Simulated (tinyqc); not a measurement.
# Field from the level spacing

Question. In a triangular well E_k = a_k (C F^2/mz1)^(1/3), a_1 = 2.338107, a_2 = 4.087949, C = hbar^2/(2 m0), F in eV/nm (1 MV/cm = 0.1 eV/nm). Find F, E_1, the mean distance 2 E_1/(3 F) of the lowest level and the sheet charge eps0 eps_r F/q behind such a field.

Inputs (values chosen for the exercise): relative permittivity eps_r = 11.6; mass along z of valley set A (6 valley(s)) mz1 = 0.258 m0.

Constants: q = 1.602176634e-19 C, hbar = 1.054571817e-34 J s, m0 = 9.1093837015e-31 kg, eps0 = 8.8541878128e-14 F/cm where lengths are in cm, hbar^2/(2 m0) = 0.0380998212 eV nm^2. Results are converted to the units shown.

spacing of the two lowest levels = 261.11236 meV

Answer. The spacing over a_2 - a_1 is the energy scale (C F^2/mz1)^(1/3), which gives F.

F = 1.50 MV/cm
E_1 = 349 meV
mean distance = 1.55 nm
sheet charge over q = 9.62e12 cm^-2

Computed by the program tinyqc: `OMP_NUM_THREADS=1 python tinyqc.py 2160145 2160146 out.jsonl`, one thread of a shared Intel Xeon 2.30GHz, about 0.8 s for the whole run.
